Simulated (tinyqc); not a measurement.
Bond length, ionicity and dielectric constant: Penn model of the dielectric constant and Phillips ionicity.

n = 32/a^3; Ep^2 = 8 pi c e2 n with c = hbar^2/2m0, e2 = e^2/(4 pi eps0); EF = c (3 pi^2 n)^(2/3); eps = 1 + (Ep/Eg)^2 S with S = 1 - Eg/(4 EF) + (Eg/(4 EF))^2/3, Eg the Penn gap. Core d shells are left out.

Phillips: bond length d = sqrt(3) a/4; homopolar gap Eh = 39.74 d^(-2.48) eV (d in angstrom); Eg^2 = Eh^2 + C^2; ionicity fi = C^2/Eg^2.

Constants: hbar^2/2m0 = 3.80998211 eV angstrom^2; e^2/(4 pi eps0) = 14.39964547 eV angstrom.

Each case gives a and C, chosen for the exercise.

Results:
```
case,a (angstrom),C (eV),Eh (eV),Eg (eV),Ep (eV),eps,fi
near InSb,6.476,2.11,3.08,3.73,12.75,11.45,0.319
near Si,5.409,0.00,4.81,4.81,16.70,11.91,0.000
near CdTe,6.480,5.23,3.08,6.07,12.73,4.69,0.743
near InAs,6.045,2.72,3.65,4.56,14.13,9.58,0.356
near GaAs,5.658,2.77,4.31,5.12,15.61,9.29,0.293
near GaSb,6.083,2.11,3.60,4.17,14.00,11.12,0.256
```

How do the results move, and what explains it?

eps runs from 4.69 (near CdTe) to 11.91 (near Si). Eg varies by a factor 1.62 and Ep by 1.31; the order of eps is not simply the reverse order of Eg, since Ep varies too. Without the d-shell correction the model runs low for the heavier compounds.

Computed by tinyqc, a small Python program: `OMP_NUM_THREADS=1 python tinyqc.py 1651245 1651246 out.jsonl` (the numbers bound the seed that draws the inputs); one thread of a shared host (Intel(R) Xeon(R) Processor @ 2.30GHz), about 0.01 s for the whole set of steps.
